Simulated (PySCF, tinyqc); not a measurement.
Worked calculation: CCSD on RHF in the 3-21g basis, for H3-, spin multiplicity 1. The basis has no diffuse functions, so it cannot describe the extra electron: this is an exercise in the method, not the real anion. The lowest restricted solution is unstable here: a spin-polarised one lies 0.0430 hartree lower (PySCF). One step of it, computed by the program tinyqc.

Task: Iteration 1: diagonalisation and new density. Diagonalise F' = X^T F X, C = X C', fill 2 alpha and 2 beta electrons from the bottom; D = 2 C_occ C_occ^T. Each column has its largest component positive (the first on a tie).

Fock matrix F (hartree), lower triangle:
```
,1H 1s,1H 2s,2H 1s,2H 2s,3H 1s,3H 2s
1H 1s,0.446967
1H 2s,-0.384937,-0.219675
2H 1s,-0.420468,-0.444503,0.446967
2H 2s,-0.444503,-0.319379,-0.384937,-0.219675
3H 1s,-0.417884,-0.425540,-0.417884,-0.425540,0.480335
3H 2s,-0.438327,-0.320640,-0.438327,-0.320640,-0.359332,-0.202115
```

X, lower triangle:
```
,1H 1s,1H 2s,2H 1s,2H 2s,3H 1s,3H 2s
1H 1s,1.268629
1H 2s,-0.493872,2.067378
2H 1s,-0.122517,0.045971,1.268629
2H 2s,0.045971,-0.678967,-0.493872,2.067378
3H 1s,-0.082532,0.033983,-0.082532,0.033983,1.259012
3H 2s,0.037851,-0.570472,0.037851,-0.570472,-0.490433,1.975155
```

Give: F' = X^T F X; orbital energies; coefficients C; D after iteration 1.

Result:

F' = X^T F X (hartree), lower triangle:
```
,1,2,3,4,5,6
1,1.2239
2,-0.6551,0.6182
3,-0.3944,-0.1008,1.2239
4,-0.1008,-0.2100,-0.6551,0.6182
5,-0.3236,-0.1023,-0.3236,-0.1023,1.2162
6,-0.1027,-0.2018,-0.1027,-0.2018,-0.6518,0.6129
```

orbital energies (hartree): MO1 -0.5057, MO2 0.5132, MO3 0.5425, MO4 1.2393, MO5 1.8201, MO6 1.9040

coefficients C:
```
,MO1,MO2,MO3,MO4,MO5,MO6
1H 1s,0.2152,-0.0759,0.1113,0.6416,0.5492,-1.0493
1H 2s,0.2140,-0.7958,1.5514,-0.5198,-0.6645,1.2288
2H 1s,0.2152,-0.0759,-0.1113,0.6416,0.5492,1.0493
2H 2s,0.2140,-0.7958,-1.5514,-0.5198,-0.6645,-1.2288
3H 1s,0.2062,0.1431,0.0000,0.6036,-1.1892,0.0000
3H 2s,0.2103,1.6256,0.0000,-0.4221,1.3894,0.0000
```

D after iteration 1, lower triangle:
```
,1H 1s,1H 2s,2H 1s,2H 2s,3H 1s,3H 2s
1H 1s,0.1042
1H 2s,0.2128,1.3581
2H 1s,0.1042,0.2128,0.1042
2H 2s,0.2128,1.3581,0.2128,1.3581
3H 1s,0.0670,-0.1395,0.0670,-0.1395,0.1259
3H 2s,-0.1561,-2.4973,-0.1561,-2.4973,0.5519,5.3738
```
